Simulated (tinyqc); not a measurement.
From results back to parameters: donor near an oxide interface in a gate field (two-state model). Four cases, with inputs chosen for the exercise.

Problem. The critical field, at which E_D = E_I, was computed from a hidden binding energy ED.

Interface at z = 0 (hard wall), donor at z = d, field F pulling electrons to the interface: potential e F z; 1 kV/cm = 1e-5 eV/angstrom, c = hbar^2/2m0, q = e^2/(4 pi eps0), Q = (eps - eo)/(eps + eo). Donor state: E_D = e F d - ED - q Q/(4 eps d), the last term joining the images of ion and electron. Interface state: z exp(-b z/2) exp(-rho^2/(2 L^2)) with E_z = c b^2/(4 mz) + 3 e F/b + q Q b/(8 eps), minimised over b; in the plane at z = 3/b the ion (distance D = d - 3/b) and its image (D' = d + 3/b) give E_rho = c/(mt L^2) - (q/eps)(sqrt(pi)/L)[erfcx(D/L) + Q erfcx(D'/L)], erfcx(x) = exp(x^2) erfc(x), minimised over L. E_I = E_z + E_rho.

Constants: hbar^2/2m0 = 3.80998211 eV angstrom^2; e^2/(4 pi eps0) = 14.39964547 eV angstrom.

Find: E_I; ED.

Method. E_I follows from the field alone, and ED = e F d - q Q/(4 eps d) - E_I.

Case 1.

Values chosen (near those of a donor in Si below SiO2, static dielectric constants; the results hold for these values, not for the real material): d = 140 angstrom (depth of the donor); mz = 0.917 m0 (mass across the interface); mt = 0.189 m0 (mass in the plane); eps = 11.6 (dielectric constant of the semiconductor); eo = 3.9 (dielectric constant of the oxide).

critical field = 47.320 kV/cm

Solution.

E_I = 20.15 meV
ED = 45.0 meV

Case 2.

Values chosen (near those of a donor in Si below SiO2, static dielectric constants; the results hold for these values, not for the real material): d = 150 angstrom (depth of the donor); mz = 0.926 m0 (mass across the interface); mt = 0.194 m0 (mass in the plane); eps = 11.3 (dielectric constant of the semiconductor); eo = 3.9 (dielectric constant of the oxide).

critical field = 50.451 kV/cm

Solution.

E_I = 21.74 meV
ED = 52.9 meV

Case 3.

Values chosen (near those of a donor in Si below Si3N4, static dielectric constants; the results hold for these values, not for the real material): d = 140 angstrom (depth of the donor); mz = 0.932 m0 (mass across the interface); mt = 0.186 m0 (mass in the plane); eps = 11.5 (dielectric constant of the semiconductor); eo = 7.5 (dielectric constant of the oxide).

critical field = 45.325 kV/cm

Solution.

E_I = 17.58 meV
ED = 45.4 meV

Case 4.

Values chosen (near those of a donor in Si below Si3N4, static dielectric constants; the results hold for these values, not for the real material): d = 170 angstrom (depth of the donor); mz = 0.902 m0 (mass across the interface); mt = 0.187 m0 (mass in the plane); eps = 11.2 (dielectric constant of the semiconductor); eo = 7.5 (dielectric constant of the oxide).

critical field = 34.005 kV/cm

Solution.

E_I = 14.53 meV
ED = 42.9 meV

Computed by tinyqc, one run a case: `OMP_NUM_THREADS=1 python tinyqc.py N N+1 out.jsonl` with N = 1250468, 1250544, 1250655, 1250688; one thread of a shared Intel(R) Xeon(R) Processor @ 2.30GHz, about 0.08 s a run at most.
